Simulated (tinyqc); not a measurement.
Luttinger-Kohn k.p, four valence bands, step by step. One step of it, computed by the program tinyqc.

Question. Bloch Hamiltonian at k. P = c g1 k^2, Q = c g2 (kx^2 + ky^2 - 2 kz^2), R = c sqrt3 [-g2 (kx^2 - ky^2) + 2i g3 kx ky], S = 2 c sqrt3 g3 (kx - i ky) kz, c = hbar^2/2m = 3.809982 eV angstrom^2; rows [P+Q, -S, R, 0], [-S*, P-Q, 0, R], [R*, 0, P-Q, S], [0, R*, S*, P+Q]. The path ends lie at |k| = 0.04 1/angstrom.

Luttinger parameters chosen for this model; energies are counted downward from the top of the valence band:
```
parameter      value  unit
g1         13.120000
g2          5.100000
g3          6.170000
```

k point k (1/angstrom): 0.017000  0.022000  0.035000

Give: H(k) at k.

Answer.

H(k) at k (eV):
```
                3/2            1/2          -1/2          -3/2
3/2           0.067  -0.048+0.063i  0.007+0.030i         0.000
1/2   -0.048-0.063i          0.132         0.000  0.007+0.030i
-1/2   0.007-0.030i          0.000         0.132  0.048-0.063i
-3/2          0.000   0.007-0.030i  0.048+0.063i         0.067
```
